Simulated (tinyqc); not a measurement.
Trap in a gate oxide as a short-range spherical well, step by step. Values are carried at full precision from step to step, so a last printed digit may differ when a step is redone from the rounded ones.

A spherical well of radius R and depth V0 below the conduction edge, one mass m, c = hbar^2/2m0. The s level at binding Et solves k cot(k R) = -kappa with k = sqrt(m (V0 - Et)/c), kappa = sqrt(m Et/c); it exists for V0 > Vc = c (pi/2R)^2/m. Outside, psi falls as exp(-kappa r)/r.

Constants: hbar^2/2m0 = 3.80998211 eV angstrom^2; fine-structure constant alpha = 0.007297352564; hc = 1239.841984 eV nm; kB = 8.617333262e-05 eV/K.

Inputs chosen for the exercise (near those of Al2O3 on GaAs; not measured data):
- R = 2.8 angstrom (radius of the well)
- V0 = 6.92 eV (depth of the well)
- m = 0.317 m0 (mass)
- n_r = 1.68 (refractive index)
- dEc = 1.87 eV (conduction offset to the channel)
- Fox = 1.6 MV/cm (oxide field, lowering levels away from the channel)
- t0 = 8.3 x 1e-11 s (time constant at the interface)
- T = 200 K (temperature)
- EF = -0.05 eV (Fermi level above the channel edge)
- x = 10 angstrom (depth of the trap)

## The bound level

Solve for Et; the share outside is [sin^2(kR)/(2 kappa)]/[sin^2(kR)/(2 kappa) + R/2 - sin(2kR)/(4k)].

Et = 1.0118 eV
k = 0.7011 1/angstrom
kappa = 0.2901 1/angstrom
share outside = 0.471
Vc = 3.783 eV

The well is 1.83 times the critical depth. Since dEt/dV0 equals the share inside, 0.53, a 1 % change of V0 moves Et by 3.6 %. The decay length is 3.4 angstrom, 1.2 times R.

## Peak of the photo-ionisation cross-section

Lucovsky model (delta well, plane-wave final states, no local-field factor): sigma = (32 pi alpha c/(3 n_r m Et)) (x - 1)^(3/2)/x^3, x = h nu/Et, c = hbar^2/2m0; 1 angstrom^2 = 1e-16 cm^2.

The maximum lies at x = 2. Give the photon energy, its wavelength and sigma there.

h nu = 2.024 eV
wavelength = 613 nm
sigma = 21.6 x 1e-18 cm^2

With 47 % of the state outside the well the delta-well form is only a rough model of this centre.

## Level, tunnelling time and occupation

Energies from the conduction edge of the channel. The trap level at depth x is E_T = dEc - Et - e Fox x (1 MV/cm = 0.01 eV/angstrom). An electron at the channel edge tunnels with the WKB exponent S = (4/3) sqrt(m/c) [dEc^(3/2) - (dEc - e Fox x)^(3/2)]/(e Fox), c = hbar^2/2m0; tau = t0 exp(S); the occupation is f = 1/(1 + exp((E_T - EF)/kB T)), tau_c = tau/f and tau_e = tau/(1 - f). Lattice relaxation is left out; a level below the channel edge needs phonons as well, so tau is then a lower bound, while a level above it can also empty elastically at its own energy, through a thinner barrier, faster than this tau.

Give E_T, S, tau and ln(tau_c/tau_e) = (E_T - EF)/kB T.

E_T = 0.698 eV
S = 7.718
tau = 1.87e-07 s
ln(tau_c/tau_e) = 43.4

The level lies 43 kB T above EF, so the trap is mostly empty. A flat barrier would give S = 2 sqrt(m dEc/c) x = 7.89.

## Checks

- Et from the radial equation on a grid against the matching condition, eV: both 1.01.

Program tinyqc; command `OMP_NUM_THREADS=1 python tinyqc.py 1251360 1251361 out.jsonl`; about 0.01 s on one thread of a shared Intel(R) Xeon(R) Processor @ 2.30GHz.
